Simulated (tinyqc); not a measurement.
What each parameter does: defect-molecule model of a vacancy with Jahn-Teller distortion.

Four dangling hybrids a, b, c, d point into the vacancy: H_ii = E0, and -gm between any two. A tetragonal distortion Q pairs a with b and c with d: those two couplings become -gm - I Q and the other four -gm + I Q/2, at an elastic cost k Q^2/2. The a1 level holds two electrons; charge states 2+, + and 0 put n = 0, 1, 2 more into the lowest level of t2 origin. Energy from the 2+ state at Q = 0, with the Fermi level mu counted from Ev: W_n(Q) = n (et - 2 I Q) + k Q^2/2 + Uc n (n - 1)/2 - n mu. et = E0 + gm is the undistorted t2 level.

Inputs chosen for the exercise (of the size used for the vacancy in silicon; the results hold for these values, not for the real material): E0 = -0.08 eV (level of a dangling hybrid, from Ev); gm = 0.31 eV (coupling between two dangling hybrids); I = 0.93 eV/angstrom (Jahn-Teller coupling); k = 12 eV/angstrom^2 (force constant of the mode); Uc = 0.26 eV (repulsion of two electrons in one orbital).

E_JT = 2 I^2/k, E(2+/+) = et - E_JT, E(+/0) = et - 3 E_JT + Uc, U_eff = E(+/0) - E(2+/+); a1 level E0 - 3 gm.

One parameter was then changed.

Results before and after:

| case | (2+/+) (eV) | (+/0) (eV) | U_eff (eV) | a1 (eV) |
|---|---|---|---|---|
| base | 0.0858 | 0.0575 | -0.0283 | -1.0100 |
| changed | 0.0858 | 0.1176 | 0.0317 | -1.0100 |

Which of these changes was made? (a) I = 1.023 eV/angstrom; (b) gm = 0.35 eV; (c) E0 = -0.03 eV; (d) k = 13.2 eV/angstrom^2; (e) Uc = 0.32 eV.

Answer: (e) Uc = 0.32 eV. Of the candidates, run in turn, only this one gives the changed row.

All candidates:

| case | (2+/+) (eV) | (+/0) (eV) | U_eff (eV) | a1 (eV) |
|---|---|---|---|---|
| base | 0.0858 | 0.0575 | -0.0283 | -1.0100 |
| E0 = -0.03 eV | 0.1358 | 0.1076 | -0.0283 | -0.9600 |
| gm = 0.35 eV | 0.1258 | 0.0975 | -0.0283 | -1.1300 |
| I = 1.023 eV/angstrom | 0.0556 | -0.0333 | -0.0888 | -1.0100 |
| k = 13.2 eV/angstrom^2 | 0.0990 | 0.0969 | -0.0021 | -1.0100 |
| Uc = 0.32 eV | 0.0858 | 0.1176 | 0.0317 | -1.0100 |

E0 and gm move both levels alike, so U_eff depends on I, k and Uc alone.

Computed by tinyqc, a small Python program: `OMP_NUM_THREADS=1 python tinyqc.py 1451036 1451037 out.jsonl` (the numbers bound the seed that draws the inputs); one thread of a shared host (Intel(R) Xeon(R) Processor @ 2.30GHz), about 0.01 s for the whole set of steps.
